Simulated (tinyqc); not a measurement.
Screening the field: polar nitride quantum well with polarisation fields.

Envelope functions on cells of 0.25 angstrom over barrier, well, barrier (widths Lb, Lw, Lb), psi = 0 beyond, psi'/m continuous (mean mass between points), c = hbar^2/2m0. With u(z) the integral of e F (F_w in the well, F_b = -F_w Lw/Lb in the barriers, 1 MV/cm = 0.01 V/angstrom), zero at the centre of the well, the electron sees u plus Vc in the barriers and the hole -u plus Vv. The transition is Eg + E_e + E_h; excitons are left out.

Constants: hbar^2/2m0 = 3.80998211 eV angstrom^2; hc = 1239.841984 eV nm.

Values chosen for the exercise (near those of a GaN well in AlGaN; the results hold for these values, not for the real material): Lw = 36 angstrom (well width); Lb = 120 angstrom (barrier width); Eg = 3.44 eV (gap of the well); Vc = 0.341 eV (conduction offset); Vv = 0.161 eV (valence offset); me = 0.2 m0 (electron, well); meb = 0.228 m0 (electron, barrier); mh = 1.98 m0 (hole, everywhere).

F_w = -1.4968 MV/cm

Carriers or a semipolar orientation reduce the field; here it is simply scaled in well and barrier.

Results:

| share of the field | F_w (MV/cm) | E (eV) | nm | overlap^2 | separation (angstrom) |
|---|---|---|---|---|---|
| 1.0 | -1.497 | 3.2736 | 378.7 | 0.030 | 25.7 |
| 0.8 | -1.197 | 3.3422 | 371.0 | 0.062 | 23.5 |
| 0.6 | -0.898 | 3.4047 | 364.2 | 0.13 | 20.7 |
| 0.4 | -0.599 | 3.4586 | 358.5 | 0.28 | 16.9 |
| 0.2 | -0.299 | 3.5001 | 354.2 | 0.58 | 11.3 |
| 0.0 | 0.000 | 3.5188 | 352.4 | 0.96 | 0.0 |

Full screening shifts the line by -26.4 nm (+245 meV). The first fifth of the screening gives 69 meV and the last fifth 19 meV; a purely quadratic shift would give a ratio of 9, a linear one 1, and here it is 3.7.

tinyqc: `OMP_NUM_THREADS=1 python tinyqc.py 1250730 1250731 out.jsonl`; about 0.04 s, one thread, shared Intel(R) Xeon(R) Processor @ 2.30GHz.
